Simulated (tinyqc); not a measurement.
Time-dependent dielectric breakdown: cell percolation, Weibull statistics, area scaling and voltage extrapolation: one step, computed by the program tinyqc. Command: `OMP_NUM_THREADS=1 python tinyqc.py 3012839 3012840 out.jsonl tddb walk`. One thread of a shared host (Intel(R) Xeon(R) Processor @ 2.30GHz), about 0.01 s of CPU time with the checks.

The oxide is divided into columns of area a^2, each holding m = t_ox/a cells (m is taken as continuous). A share lambda(t) = (t/t_1)^alpha of the cells is defective, and a column whose cells are all defective breaks down.

Task: Projection to use conditions. All three voltage laws share the slope n at the stress voltage. Factor t(V_u)/t(V): E law exp(n (1 - V_u/V)); 1/E law exp(n (V/V_u - 1)); power law (V/V_u)^n. Temperatures in kelvin are T(C) + 273.15. Temperature factor exp[(E_a/k_B)(1/T_u - 1/T)]; area factor (A/A_u)^(1/beta); percentile factor (-ln(1 - F))^(1/beta); life = t63 x all four; 1 year = 3.15576e7 s.

Inputs (values chosen for the exercise, for a model gate oxide): test area A = 400 um^2; product area A_u = 2e+06 um^2; stress voltage V = 2.06 V; use voltage V_u = 1.1 V; local exponent n = -d ln t/d ln V at the stress voltage = 44; activation energy E_a = 0.73 eV; stress temperature T = 175 C; use temperature T_u = 100 C; allowed failure fraction F = 0.001.

Voltage law used: 1/E.

Weibull slope beta = 1.148936

characteristic life t63 = 55590.17 s

Constants: k_B = 8.617333262e-05 eV/K.

Give: voltage factor; temperature factor; area factor; percentile factor; projected life.

Result:

voltage factor = 4.752e+16

temperature factor = 44.67

area factor = 6.033e-04

percentile factor = 0.002450

projected life = 5.526e+09 years

Area and percentile together cost 5.8 decades, voltage and temperature return 18.3; a ten-year target is met. Caution: t_1 is an input here; in a real oxide it changes with thickness at fixed voltage. Caution: a voltage factor of more than nine decades rests wholly on the chosen law and cannot be tested.
